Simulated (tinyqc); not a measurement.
Comparisons within one model: carbon nanotube by zone folding. A value that a table varies takes the place of the one given here.

Circumference C = n a1 + m a2, a = sqrt3 acc; d = a sqrt(n^2 + nm + m^2)/pi; tan(theta) = sqrt3 m/(2n + m); dR = gcd(2n + m, 2m + n); T = t1 a1 + t2 a2 with t1 = (2m + n)/dR, t2 = -(2n + m)/dR, |T| = sqrt3 pi d/dR; N = 2 (n^2 + nm + m^2)/dR hexagons a cell. On cutting line mu = 0 to N - 1 at x = k|T|/(2 pi) the phases are p1 = 2 pi (-t2 mu + m x)/N, p2 = 2 pi (t1 mu - n x)/N, and E = -/+ t |1 + exp(i p1) + exp(i p2)|.

Parameters, chosen for this exercise (near those used for carbon; shifted at random, so the results belong to these values and not to a real crystal):
```
symbol  value                                                          unit      meaning
t       2.99                                                           eV        hopping
acc     1.42                                                           angstrom  bond length
tubes   ((14, 1), (16, 5), (7, 2), (11, 7), (8, 3), (7, 6), (15, 13))            pairs (n, m)
n       17                                                                       chiral index
m       13                                                                       chiral index
```

## Semiconducting tubes compared

E11 and E22 are twice the two lowest band edges; the cone gives E11 d = 2 t acc and E22/E11 = 2.

Tubes:
```
"(n,m)",d (angstrom),theta (deg),(n - m) mod 3,E11 (eV),E22 (eV),E11 d/(2 t acc),E22/E11
"(14,1)",11.37,3.4,1,0.7307,1.5489,0.979,2.120
"(16,5)",14.87,13.2,2,0.5773,1.1098,1.011,1.922
"(7,2)",6.41,12.2,2,1.3576,2.4497,1.025,1.804
"(11,7)",12.30,22.7,1,0.6838,1.3884,0.991,2.030
"(8,3)",7.71,15.3,2,1.1203,2.0785,1.017,1.855
"(7,6)",8.82,27.5,1,0.9550,1.9050,0.992,1.995
"(15,13)",19.00,27.6,2,0.4472,0.8878,1.001,1.985
```

E11 follows 1/d first. For mod 1 the scaled E11 lies below one (0.979 to 0.992) and E22/E11 on both sides of two (1.995 to 2.120). For mod 2 the scaled E11 lies above one (1.001 to 1.025) and E22/E11 below two (1.804 to 1.985). The largest departure of the scaled E11 is that of (7,2); warping acts as cos(3 theta)/d, most for thin tubes near zigzag. Below about 8 angstrom curvature, left out of zone folding, changes the gaps further.

## Neighbouring tubes

Diameter, chiral angle and twice the lowest band edge. Each row changes one parameter from the base and keeps the others.

Results:
```
case,d (angstrom),theta (deg),gap (eV)
base,20.400,25.60,0.4148
n = 18,21.109,24.68,0.4032
m = 14,21.051,26.80,0.0000
t = 3.14 eV,20.400,25.60,0.4356
acc = 1.46 angstrom,20.975,25.60,0.4148
```

The largest shifts from the base row, up to three for each result and ties (the steps differ in size, so this ranks the rows, not the parameters). d (angstrom): n +0.709, m +0.651, acc +0.575; unchanged at the printed digits by t. theta (deg): m +1.20, n -0.92; unchanged at the printed digits by t and acc. gap (eV): m -0.4148, t +0.0208, n -0.0116; unchanged at the printed digits by acc. In zone folding the gap does not depend on acc at fixed (n, m); a step in n or m changes (n - m) mod 3 and closes the gap where that becomes zero.

Program tinyqc; command `OMP_NUM_THREADS=1 python tinyqc.py 1450457 1450458 out.jsonl`; about 0.06 s on one thread of a shared Intel(R) Xeon(R) Processor @ 2.30GHz.
